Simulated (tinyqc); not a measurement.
From results back to parameters: smearing for a one-band metal on the fcc lattice. Five cases, with inputs chosen for the exercise.

Problem. With Gaussian smearing, f = erfc(x)/2, s = exp(-x^2)/(2 sqrt(pi)), x = (E_k - mu)/sigma and free energy F = E - sigma S, small widths give F(sigma) = E0 - D sigma^2/4, where D is the density of states at the Fermi level (both spins, per cell). F at two widths was computed from hidden E0 and D.

Case 1.

Values chosen: s1 = 0.082 eV; s2 = 0.164 eV.
F(s1) = -2.2154545 eV
F(s2) = -2.2258178 eV

Case 2.

Values chosen: s1 = 0.04 eV; s2 = 0.08 eV.
F(s1) = -0.8929668 eV
F(s2) = -0.8934672 eV

Case 3.

Values chosen: s1 = 0.136 eV; s2 = 0.272 eV.
F(s1) = -2.8135294 eV
F(s2) = -2.8460176 eV

Case 4.

Values chosen: s1 = 0.147 eV; s2 = 0.294 eV.
F(s1) = -2.2639094 eV
F(s2) = -2.2987377 eV

Case 5.

Values chosen: s1 = 0.113 eV; s2 = 0.226 eV.
F(s1) = -3.0361484 eV
F(s2) = -3.0425935 eV

Find: D; E0.

Solution. D = 4 (F(s1) - F(s2))/(s2^2 - s1^2); E0 = F(s1) + D s1^2/4.

Case 1.

D = 2.055 1/eV
E0 = -2.2120 eV

Case 2.

D = 0.417 1/eV
E0 = -0.8928 eV

Case 3.

D = 2.342 1/eV
E0 = -2.8027 eV

Case 4.

D = 2.149 1/eV
E0 = -2.2523 eV

Case 5.

D = 0.673 1/eV
E0 = -3.0340 eV

Computed by tinyqc, one run a case: `OMP_NUM_THREADS=1 python tinyqc.py N N+1 out.jsonl` with N = 1681824, 1682045, 1682120, 1682239, 1682262; one thread of a shared Intel(R) Xeon(R) Processor @ 2.30GHz, about 0.3 s a run at most.
